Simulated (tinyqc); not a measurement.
Current crowding under a contact, resistor ladder against the transmission-line model: one step of the calculation.

A metal contact of length d and width W on a thin layer of the same width. The metal has no resistance, the sheet resistance under it equals Rsh, and current enters the layer at the front edge x = 0.

Problem. Voltages and the share of the current. Cut the contact into n cells of length hc = d/n. Neighbouring cell centres are joined by a = W/(Rsh hc), each centre joins the metal (0 V) by g = W hc/rc, and I enters cell 1 through half a cell: -a v_(i-1) + b_i v_i - a v_(i+1) = I for i = 1 and 0 otherwise, b_i = g + 2 a (g + a at both ends). Rc = v_1/I + 1/(2 a). Cell i passes g v_i to the metal.

Parameters, values chosen for the exercise: cells n = 10; current I = 5 mA.

a = 0.034902597 S
g = 0.0029591398 S

| cell | b_i (S) |
|---|---|
| 1 | 0.037861737 |
| 2 | 0.072764335 |
| 3 | 0.072764335 |
| 4 | 0.072764335 |
| 5 | 0.072764335 |
| 6 | 0.072764335 |
| 7 | 0.072764335 |
| 8 | 0.072764335 |
| 9 | 0.072764335 |
| 10 | 0.037861737 |

Find: v_i; share of the current; Rc of the ladder.

Solution.

| cell | v_i (mV) | share of the current (%) |
|---|---|---|
| 1 | 428.6 | 25.36 |
| 2 | 321.6 | 19.04 |
| 3 | 242.0 | 14.32 |
| 4 | 182.9 | 10.82 |
| 5 | 139.2 | 8.24 |
| 6 | 107.4 | 6.36 |
| 7 | 84.7 | 5.01 |
| 8 | 69.1 | 4.09 |
| 9 | 59.4 | 3.52 |
| 10 | 54.8 | 3.24 |

Rc of the ladder = 100.0 ohm

The first cell passes 25.4 % of the current and the last 3.24 %; an even spread would give 10.0 % each.

Program tinyqc, `OMP_NUM_THREADS=1 python tinyqc.py 2760168 2760169 out.jsonl`; Intel Xeon 2.30GHz, shared host, one thread, about 0.01 s.
